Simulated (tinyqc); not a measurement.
Pariser-Parr-Pople SCF with singles CI, for the molecule C=CC=CC=CC=C (SMILES; centres numbered as the heavy atoms are written), step by step. One step of it, computed by the program tinyqc.

Task: PPP integrals. Ohno: gamma = 14.399645/sqrt(R^2 + a^2), a = 2 x 14.399645/(gamma_rr + gamma_ss); H_rr = -W_r - sum_(s != r) z_s gamma_rs; H_rs = beta for bonds.

Centres (angstrom, eV; a flat drawing with bonds scaled to 1.40 angstrom):
```
centre,x,y,core charge z,W,gamma_rr
1C,-4.252000,-0.231000,1,11.160000,11.130000
2C,-3.020000,0.434000,1,11.160000,11.130000
3C,-1.828000,-0.299000,1,11.160000,11.130000
4C,-0.596000,0.367000,1,11.160000,11.130000
5C,0.596000,-0.367000,1,11.160000,11.130000
6C,1.828000,0.299000,1,11.160000,11.130000
7C,3.020000,-0.434000,1,11.160000,11.130000
8C,4.252000,0.231000,1,11.160000,11.130000
```

Resonance integrals (eV):
```
i,j,beta
1,2,-2.390000
2,3,-2.390000
3,4,-2.390000
4,5,-2.390000
5,6,-2.390000
6,7,-2.390000
7,8,-2.390000
```

Give: repulsion gamma_rs; core matrix H.

Result:

repulsion gamma_rs (eV), lower triangle:
```
,1C,2C,3C,4C,5C,6C,7C,8C
1C,11.1300
2C,7.5538,11.1300
3C,5.2391,7.5558,11.1300
4C,3.6696,5.2391,7.5524,11.1300
5C,2.8687,3.6705,5.2391,7.5543,11.1300
6C,2.3081,2.8688,3.6696,5.2391,7.5524,11.1300
7C,1.9488,2.3085,2.8688,3.6705,5.2391,7.5558,11.1300
8C,1.6716,1.9488,2.3081,2.8687,3.6696,5.2391,7.5538,11.1300
```

core matrix H (eV), lower triangle:
```
,1C,2C,3C,4C,5C,6C,7C,8C
1C,-36.4198
2C,-2.3900,-42.3052
3C,0.0000,-2.3900,-45.5929
4C,0.0000,0.0000,-2.3900,-46.9538
5C,0.0000,0.0000,0.0000,-2.3900,-46.9538
6C,0.0000,0.0000,0.0000,0.0000,-2.3900,-45.5929
7C,0.0000,0.0000,0.0000,0.0000,0.0000,-2.3900,-42.3052
8C,0.0000,0.0000,0.0000,0.0000,0.0000,0.0000,-2.3900,-36.4198
```
